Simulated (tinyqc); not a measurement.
## Length offset and series resistance from crossing lines

Problem. R_total = Rs + k (L - dL)/Vo with constant Rs, dL and k. Find k, dL and Rs.

R_total at (L, Vo) = (60, 0.37), (180, 0.37), (60, 0.79) and (180, 0.79), L in nm and Vo in V (ohm um): 491.35135  1172.4324  373.67089  692.65823

Solution. At each overdrive R is a straight line in L with slope k/Vo; the two lines cross at L = dL, R = Rs.

k = 2.10 ohm um V/nm
dL = 21.0 nm
Rs = 270 ohm um

Numbers from tinyqc (`OMP_NUM_THREADS=1 python tinyqc.py 2282109 2282110 out.jsonl`; about 0.03 s on one thread of a shared Intel Xeon 2.30GHz).
